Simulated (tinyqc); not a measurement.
Tight binding, kagome lattice, step by step. One step of it, computed by the program tinyqc.

Task: Bloch Hamiltonian at k. H_AB = -t1 - t2 exp(-i k.a1), H_AC = -t1 - t2 exp(-i k.a2), H_BC = -t1 - t2 exp(i k.(a1 - a2)), H_CC = delta.

Parameters chosen for this model:
```
parameter     value                unit
t1         0.720000    eV, up triangles
t2         0.720000  eV, down triangles
delta             0        eV on site C
```

k point k (fractions of the reciprocal vectors): 0.150000  -0.400000

Give: H(k) at k.

Result:

H(k) at k (eV):
```
                 A                B                C
A           0.0000  -1.1432+0.5825i  -0.1375-0.4232i
B  -1.1432-0.5825i           0.0000  -0.0352+0.2225i
C  -0.1375+0.4232i  -0.0352-0.2225i           0.0000
```
